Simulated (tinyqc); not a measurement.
Full result against the linear law: strain, valley repopulation and piezoresistance in a many-valley conduction band. Computed by tinyqc, a small Python program. Command: `OMP_NUM_THREADS=1 python tinyqc.py 3029343 3029344 out.jsonl valleys walk`. One thread of a shared host (Intel(R) Xeon(R) Processor @ 2.30GHz), about 0.02 s of CPU time with the checks.

Valleys are ellipsoids with mass m_l along the axis a and m_t across it, parabolic, with one constant relaxation time; strain shifts the valleys and leaves the masses alone. Currents are taken along [110], along the load, and along [001], across the load.

Inputs (values chosen for the exercise, for a model crystal):
```
quantity                               value    unit
longitudinal mass m_l                   1.01     m_0
transverse mass m_t                    0.149     m_0
shear deformation potential Xi_u         7.2      eV
dilation deformation potential Xi_d      1.1      eV
C11                                      157     GPa
C12                                     68.9     GPa
C44                                     79.8     GPa
electron density n                   4.4e+17  1/cm^3
relaxation time tau                       49      fs
temperature T                            150       K
```

Valley axes: <100> (6 valleys in 3 pairs). Load: uniaxial [110].

Constants: k_B = 8.617333262e-05 eV/K; m_0 = 9.1093837015e-31 kg; k_B = 1.380649e-23 J/K; hbar = 1.054571817e-34 J s; e = 1.602176634e-19 C.

Method:
- Each of the 6 valleys holds n_v = N_v (2/sqrt(pi)) F_1/2((E_F - dE_v)/(k_B T)), N_v = 2 (m_d k_B T/(2 pi hbar^2))^(3/2), m_d = (m_l m_t^2)^(1/3); E_F solves sum n_v = n and is counted from the unstrained edge.
- F_j(eta) = int_0^infinity x^j/(1 + exp(x - eta)) dx, without a gamma-function factor. It is evaluated after integrating by parts.
- Integrals over x = E/(k_B T) use 160 Gauss-Legendre points in u = sqrt(x) from 0 to sqrt(max(eta, 0) + 32).
- With eta_0 the reduced Fermi level without strain, r = F_-1/2(eta_0)/(2 F_1/2(eta_0)) (1 for a classical gas) and c = r (Xi_u/k_B T) (m_l - m_t)/(2 m_l + m_t): pi11 = -(2/3) c (S11 - S12), pi12 = -pi11/2, pi44 = 0, with S11 - S12 = 1/(C11 - C12).
- Compliances S11 = (C11 + C12)/((C11 - C12)(C11 + 2 C12)), S12 = -C12/((C11 - C12)(C11 + 2 C12)), S44 = 1/C44; stress sigma_ij = X n_i n_j for the unit vector n of the load; e_xx = S11 sigma_xx + S12 (sigma_yy + sigma_zz), e_xy = S44 sigma_xy/2 (tensor strain).
- Herring-Vogt shift of a valley with unit axis a: dE = Xi_d tr(e) + Xi_u a.e.a.
- Mobility tensor mu = e tau sum_v (n_v/n) [1/m_t + (1/m_l - 1/m_t) a a^T]; unstrained mu_0 = e tau (1/m_l + 2/m_t)/3; resistivity along d from the inverse tensor, rho_d = d.mu^-1.d/(n e), mobility along d = 1/(d.mu^-1.d); gauge pi_d = (rho_d/rho_0 - 1)/X.
- Linear theory: pi_l = (pi11 + pi12 + pi44)/2, pi_t = pi12 along [001].

pi11 = -164.121 1e-11/Pa

pi12 = 82.0604 1e-11/Pa

pi44 = 0 1e-11/Pa

Resistance changes (%); at 2000 MPa the strain is near or above 1 %, where band warping, left out here, matters:
```
X (MPa)  splitting (meV)  largest share  first direction   linear  second direction   linear
-2000             81.725        0.49954           24.677   82.060            -28.36  -164.12
-1000             40.863        0.48935           22.818   41.030            -27.09   -82.06
-400              16.345        0.43715           14.107   16.412            -19.82   -32.82
-150               6.129        0.38058            5.962    6.155            -10.11   -12.31
-50                2.043        0.35010            2.038    2.052             -3.84    -4.10
50                 2.043        0.36861           -2.057   -2.052              4.39     4.10
150                6.129        0.44310           -6.135   -6.155             15.04    12.31
400               16.345        0.63300          -15.141  -16.412             55.49    32.82
1000              40.863        0.91811          -25.827  -41.030            229.37    82.06
2000              81.725        0.99621          -28.300  -82.060            374.83   164.12
```

What follows from these numbers?

Along the first direction the linear law holds within 10 % for 5 of the 10 stresses, at -150, -50.0, 50.0, 150, 400 MPa. At the largest compression the full change is +24.7 % against the linear +82.1 %, at the largest tension -28.3 % against -82.1 %: once the splitting is comparable with k_B T (or E_F) the populations no longer follow it linearly, and the change must saturate when the upper valleys are empty.

Extremes, crossings and ranges named in words are read from the listed rows.
